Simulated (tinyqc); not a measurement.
# Inputs raised by 5 %, one at a time

Model: formation energy of a charged point defect from supercell energies. Computed by tinyqc, a small Python program. Command: `OMP_NUM_THREADS=1 python tinyqc.py 3013752 3013753 out.jsonl formation sens`. One thread of a shared host (Intel(R) Xeon(R) Processor @ 2.30GHz), about 0.01 s of CPU time with the checks.

The host is a compound AB. Making the defect adds n_A = -1, n_B = 0, n_X = 1 atoms to the cell. All total energies are inputs. E_F is counted from the valence-band maximum (VBM); x = 0 is A-rich and x = 1 B-rich growth.

Inputs (values chosen for the exercise, with gap and screening modelled on CdS):

| quantity | value | unit |
|---|---|---|
| gap E_g | 2.52 | eV |
| E_VBM of the host cell | 5.687 | eV |
| potential alignment dV | 0.15 | eV |
| dielectric constant eps | 8.95 | - |
| cell length L | 10.8 | angstrom |
| mu_A of the pure element | -1.343 | eV |
| formation enthalpy dH of AB | -1.93 | eV |
| growth condition x | 0.72 | - |
| Fermi level E_F | 1.42 | eV |
| temperature T | 1400 | K |
| site density N_s | 4.8e+22 | cm^-3 |
| mu_X of the pure element | -3.219 | eV |
| formation enthalpy of XB | -0.53 | eV |

Defect: impurity X on an A site. Supercell lattice: fcc.

charge states q: 0  -1  -2

E(defect, q) - E(host), in the order of q (eV): 4.595  10.663  16.071

Constants: e^2/(4 pi eps_0) = 14.39964548 eV angstrom; k_B = 8.617333262e-05 eV/K.

Method:
- dmu_A = x dH and dmu_B = (1 - x) dH, so that dmu_A + dmu_B = dH; mu = mu(element) + dmu. The impurity is held at its solubility limit: dmu_X = min(0, dH(XB) - dmu_B).
- The reservoir term is sum n_i mu_i.
- Image-charge correction of a point charge in a neutralising background: E_corr = q^2 alpha e^2/(4 pi eps_0) / (2 eps L), alpha = 2.888282 for a fcc array with L the cube root of the volume.
- E_f(q, E_F) = [E(defect, q) - E(host)] - sum n_i mu_i + q (E_VBM + dV + E_F) + E_corr(q).
- eps(q/q-1) = E_f(q - 1, 0) - E_f(q, 0).
- E_f(q, E_F) = E_f(q, 0) + q E_F.
- c_q = N_s exp(-E_f(q, E_F)/k_B T), with all degeneracy factors one and no vibrational entropy.

Runs:

| input moved | from | to | level (0/-1) (eV) | level (-1/-2) (eV) | lowest formation energy (eV) | total concentration (cm^-3) |
|---|---|---|---|---|---|---|
| base run | - | - | 0.4461 | 0.2164 | 2.904 | 1.689e+12 |
| dielectric constant eps | 8.95 | 9.3975 | 0.4359 | 0.1857 | 2.863 | 2.372e+12 |
| cell length L (angstrom) | 10.8 | 11.34 | 0.4359 | 0.1857 | 2.863 | 2.372e+12 |
| growth condition x | 0.72 | 0.756 | 0.4461 | 0.2164 | 2.894 | 1.841e+12 |
| Fermi level E_F (eV) | 1.42 | 1.491 | 0.4461 | 0.2164 | 2.762 | 5.479e+12 |
| formation enthalpy dH of AB (eV) | -1.93 | -2.0265 | 0.4461 | 0.2164 | 2.834 | 3.004e+12 |
| formation enthalpy of XB (eV) | -0.53 | -0.5565 | 0.4461 | 0.2164 | 2.920 | 1.478e+12 |
| potential alignment dV (eV) | 0.15 | 0.1575 | 0.4386 | 0.2089 | 2.889 | 1.912e+12 |

Exponents ln(y'/y) / ln(x'/x):

| input | level (0/-1) | level (-1/-2) | lowest formation energy | total concentration |
|---|---|---|---|---|
| dielectric constant eps | -0.476 | -3.139 | -0.291 | 6.962 |
| cell length L | -0.476 | -3.139 | -0.291 | 6.962 |
| growth condition x | 0.000 | 0.000 | -0.074 | 1.767 |
| Fermi level E_F | 0.000 | 0.000 | -1.028 | 24.124 |
| formation enthalpy dH of AB | 0.000 | 0.000 | -0.496 | 11.804 |
| formation enthalpy of XB | 0.000 | 0.000 | 0.113 | -2.735 |
| potential alignment dV | -0.347 | -0.723 | -0.106 | 2.548 |

Which inputs matter most for each result?

Among the inputs moved here: level (0/-1) answers most in size to dielectric constant eps (exponent -0.476), and about equally to cell length L (-0.476); its exponent is below 0.0005 for growth condition x, Fermi level E_F, formation enthalpy dH of AB, formation enthalpy of XB. level (-1/-2) answers most in size to dielectric constant eps (exponent -3.139), and about equally to cell length L (-3.139); its exponent is below 0.0005 for growth condition x, Fermi level E_F, formation enthalpy dH of AB, formation enthalpy of XB. lowest formation energy answers most in size to Fermi level E_F (exponent -1.028), next to formation enthalpy dH of AB (-0.496). Total concentration answers most in size to Fermi level E_F (exponent +24.124), next to formation enthalpy dH of AB (+11.804).

Caution (all rows): the largest image-charge correction in these energies, q^2 alpha e^2/(8 pi eps_0 eps L) with alpha = 2.888282, exceeds a quarter of the gap; the point-charge term alone is then a rough estimate, usually too large for a charge that is spread out. Caution (all rows): the one-electron levels are out of order (negative U): at least one middle charge state is skipped, and the transition past it moves two or more electrons at once.

Extremes, crossings and ranges named in words are read from the listed rows.
